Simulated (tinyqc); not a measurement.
# Worked calculation: Joule-heated wire on a substrate, fin equation

Computed by the program tinyqc: `OMP_NUM_THREADS=1 python tinyqc.py 2520149 2520150 out.jsonl`, one thread of a shared Intel Xeon 2.30GHz, about 0.01 s for the whole run. Printed values are rounded.

A wire of length L loses heat along itself to two contacts and sideways to the substrate: kap A theta'' - g theta + p = 0 with theta = T - T0 and p(x) = p0 exp(-((x/L - x0)/sg)^2/2). Each end passes the heat flow theta/Rc to its contact. Constant conductivity, diffusive heat flow.

Inputs (values chosen for the exercise):
```
symbol  value     unit                                  meaning
T0        350        K    temperature of substrate and contacts
kap       200  W/(m K)              conductivity along the wire
A         230     nm^2                            cross-section
g         1.6  W/(m K)  conductance per length to the substrate
L        1100       nm              length between the contacts
Rc        2.4     K/uW       thermal resistance of each contact
p0       0.12    uW/nm                  peak heating per length
x0       0.66             place of the hot spot as a share of L
sg        0.1             width of the hot spot as a share of L
```

## Healing length

LH = sqrt(kap A/g); far from the contacts uniform heating p0 would give theta = p0/g.

LH = 169.5582 nm
L/LH = 6.487446
p0/g = 75 K

## The tridiagonal system

Nodes x_i = i h, h = L/12; box widths w_i = h (h/2 at the ends); c = kap A/h; equation of node i: -c theta_(i-1) + d_i theta_i - c theta_(i+1) = b_i with d_i = 2 c + g w_i, b_i = p(x_i) w_i; at the end nodes d = c + g h/2 + 1/Rc and the missing neighbour is dropped.

c = 0.5018182 uW/K

```
node   d (uW/K)       b (uW)
0     0.9918182  1.911740e-9
1      1.150303  6.611223e-7
2      1.150303  5.708360e-5
3      1.150303  0.002461204
4      1.150303   0.05298956
5      1.150303    0.5696915
6      1.150303     3.058410
7      1.150303     8.198952
8      1.150303     10.97558
9      1.150303     7.336745
10     1.150303     2.448984
11     1.150303    0.4082018
12    0.9918182   0.01698793
```

## Temperature rise

Solve -c theta_(i-1) + d_i theta_i - c theta_(i+1) = b_i for nodes 0 to 12.

theta, node 0 to 12 (K): 0.84441  1.66893  2.98124  5.16476  8.85287  15.02283  24.44827  34.92455  39.26976  33.22072  22.26080  12.92684  6.55756

The hottest node is 8, at 39.27 K above T0; a mesh of 800 steps gives a peak of 38.68 K, so the coarse value is 1.5 % above it. On the fine mesh 90.8 % of the heat leaves through the substrate and the rest through the contacts.
